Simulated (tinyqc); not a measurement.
Worked calculation: donors with valley-orbit split 1s states. Values are carried at full precision from step to step, so a last printed digit may differ when a step is redone from the rounded ones.

Each donor binds at most one electron, in any of its states. For a site s, W_s = sum over its states of g exp(E/kT), and the ionised share is 1/(1 + W_s exp(eta)), eta = (EF - Ec)/kT; n = Nc F_1/2(eta); neutrality n + NA = ND x (mean ionised share); holes are neglected. Nc from N = 2 (m kB T/(4 pi c))^(3/2) with c = hbar^2/2m0, in 1/angstrom^3; times 1e24 for 1/cm^3, m = md. F_j(eta) = (1/Gamma(j + 1)) integral_0^infinity x^j dx/(1 + exp(x - eta)), which tends to exp(eta) for eta << 0.

Constants: hbar^2/2m0 = 3.80998211 eV angstrom^2; kB = 8.617333262e-05 eV/K.

Inputs chosen for the exercise (near those of P in Si; shifted at random, so the results belong to these values and not to a real crystal):
- md = 1.055 m0 (density-of-states mass of the conduction band)
- E = (46.2, 35.1, 33.8) meV (binding energies of 1s(A1), 1s(T2), 1s(E))
- g = (2, 6, 4) (their degeneracies with spin)
- T = 300 K
- ND = 2.7e+15 1/cm^3 (donors)
- NA = 0 1/cm^3 (compensating acceptors, all ionised)
- mu0 = 70 cm^2/(V s) (mobility at heavy doping)
- mu1 = 1362 cm^2/(V s) (mobility at light doping and 300 K)
- Nr = 9.1e+16 1/cm^3 (reference doping)
- de = 0.72 (doping exponent)
- ga = 2.3 (temperature exponent)

## Partition sums of the neutral donor

Give each term g exp(E/kT), W_s, and the effective degeneracy W_s exp(-E_ground/kT).

Nc = 2.7193e+19 1/cm^3

terms: 1s(A1) 11.94, 1s(T2) 23.32, 1s(E) 14.79

W_s: donor 50.055

effective degeneracy: donor 8.382

The ground state alone would give 2 and all states together 12; here the excited states hold 76 % of the bound electrons.

## Neutrality

Solve for eta.

eta = -9.222
n = 2.69e+15 1/cm^3

ionised share: donor 0.995

n is 0.995 of ND - NA.

## Mobility and resistivity

Mobility (Caughey-Thomas form): mu = mu0 + (mu1 (T/300)^(-ga) - mu0)/(1 + ((ND + NA)/Nr)^de); rho = 1/(e n mu), e = 1.602176634e-19 C.

Compare with full ionisation, n = ND - NA.

mu = 1266.9 cm^2/(V s)
rho = 1.83 ohm cm
rho at full ionisation = 1.82 ohm cm

Incomplete ionisation raises rho by a factor 1.

## Checks

- n at ND = 1e13 1/cm^3 against the root of n^2 = (Nc/W)(ND - n) (1/cm^3): both 1.000e+13.

Program tinyqc; command `OMP_NUM_THREADS=1 python tinyqc.py 1680105 1680106 out.jsonl`; about 0.01 s on one thread of a shared Intel(R) Xeon(R) Processor @ 2.30GHz.
